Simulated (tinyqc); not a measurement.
Worked calculation: shallow donor in effective-mass theory, with valley-orbit splitting. Values are carried at full precision from step to step, so a last printed digit may differ when a step is redone from the rounded ones.

Constants: Ry = 13.60569312 eV; a0 (Bohr radius) = 0.5291772105 angstrom; hbar^2/2m0 = 3.80998211 eV angstrom^2; e^2/(4 pi eps0) = 14.39964547 eV angstrom.

Parameters, chosen for this exercise (near those of a group-V donor in Si; the results hold for these values, not for the real material):
```
symbol  value  unit      meaning
ml      0.892  m0        longitudinal mass
mt      0.194  m0        transverse mass
eps     11.9             dielectric constant
a       23.8   angstrom  trial radius across the axis
b       12.5   angstrom  trial radius along the axis
E0      -28.9  meV       single-valley level
D0      6.65   meV       central-cell shift
D1      6.66   meV       coupling of perpendicular valleys
D2      5.66   meV       coupling of opposite valleys
Ds      31     meV       strain splitting: z valleys less the others
```

## Hydrogen-like estimates

Ry* = Ry m/eps^2 and a* = a0 eps/m for four choices of one mass: mt, the conductivity mass 3/(1/ml + 2/mt), the density-of-states mass (ml mt^2)^(1/3), and ml.

Estimates:
```
mass               m (m0)  Ry* (meV)  a* (angstrom)
mt                 0.1940      18.64          32.46
conductivity       0.2625      25.22          23.99
density of states  0.3226      30.99          19.52
ml                 0.8920      85.70           7.06
```

## Energy of one trial function

One valley: H = -c [(d2/dx2 + d2/dy2)/mt + (d2/dz2)/ml] - q/(eps r), c = hbar^2/2m0, q = e^2/(4 pi eps0). Trial function exp(-sqrt((x^2 + y^2)/a^2 + z^2/b^2)) with a > b: T = (c/3)(2/(mt a^2) + 1/(ml b^2)), V = -(q/eps) atan(u/b)/u, u = sqrt(a^2 - b^2). The central cell of the impurity is left out.

Evaluate T, V and E. Scaling both radii by f changes T to T/f^2 and V to V/f, so the best factor is f = -2T/V, with energy -V^2/(4T).

T = 32.226 meV
V = -60.812 meV
E = -28.586 meV
best scale factor = 1.0599
energy after scaling = -28.689 meV

The virial ratio -V/T is 1.887; it is 2 at the best scale. Scaling gains 0.103 meV.

## Scan over the shape

For each ratio b/a = 0.2, 0.3, ..., 0.9 the best scale follows from a = -2 T1/V1, with T1 and V1 taken at a = 1 angstrom.

Scan:
```
b/a  a (angstrom)  b (angstrom)  E (meV)
0.2         57.57         11.51  -14.688
0.3         36.00         10.80  -22.303
0.4         28.74         11.49  -26.632
0.5         25.68         12.84  -28.489
0.6         24.31         14.59  -28.850
0.7         23.74         16.62  -28.384
0.8         23.61         18.88  -27.489
0.9         23.72         21.35  -26.391
```

The best listed ratio is 0.6; (mt/ml)^(1/2) = 0.47 and (mt/ml)^(1/3) = 0.60 are common guesses.

## The minimum

Minimise over a and b. The Mott estimate n_c = (0.25/a_m)^3 uses a_m = (a^2 b)^(1/3); 1/angstrom^3 = 1e24/cm^3.

a = 24.46 angstrom
b = 14.28 angstrom
E = -28.861 meV
a_m = 20.44 angstrom
n_c = 1.83 x 1e18/cm^3

b/a = 0.584. The binding energy is 1.548 times Ry*(mt). The central cell of a real donor shrinks the orbit and raises n_c (3.7 x 1e18/cm^3 for P in Si).

## The valley-orbit matrix

Basis: the 1s envelopes of the valleys +x, -x, +y, -y, +z, -z. Diagonal E0 - D0, element -D2 between opposite valleys and -D1 between perpendicular ones. Strain along [001] adds 2 Ds/3 to the z valleys and -Ds/3 to the others.

Fill it in with the strain.

H (meV), rows +x, -x, +y, -y, +z, -z and columns alike:
```
[[-45.883, -5.660, -6.660, -6.660, -6.660, -6.660],
 [-5.660, -45.883, -6.660, -6.660, -6.660, -6.660],
 [-6.660, -6.660, -45.883, -5.660, -6.660, -6.660],
 [-6.660, -6.660, -5.660, -45.883, -6.660, -6.660],
 [-6.660, -6.660, -6.660, -6.660, -14.883, -5.660],
 [-6.660, -6.660, -6.660, -6.660, -5.660, -14.883]]
```

## Levels and ground state

Diagonalise. For the lowest state give the amplitudes (positive) and (sum of amplitudes)^2/6, the contact density relative to no strain.

levels (meV): [-71.788, -40.223, -40.223, -38.223, -13.619, -9.223]

amplitudes: +x 0.4693, -x 0.4693, +y 0.4693, -y 0.4693, +z 0.2440, -z 0.2440

relative contact density = 0.9323

The z valleys hold 11.9 % of the ground state, against 33.3 % without strain.

## Checks

- Energy from 21 anisotropic Gaussians against the two-parameter function, meV: -28.90 against -28.86.
- Unstrained levels against E0 - D0 - 4 D1 - D2 (A1), E0 - D0 + D2 (T2, threefold) and E0 - D0 + 2 D1 - D2 (E, twofold): they agree to 1e-10 or better.

Computed by tinyqc, a small Python program: `OMP_NUM_THREADS=1 python tinyqc.py 1251059 1251060 out.jsonl` (the numbers bound the seed that draws the inputs); one thread of a shared host (Intel(R) Xeon(R) Processor @ 2.30GHz), about 0.01 s for the whole set of steps.
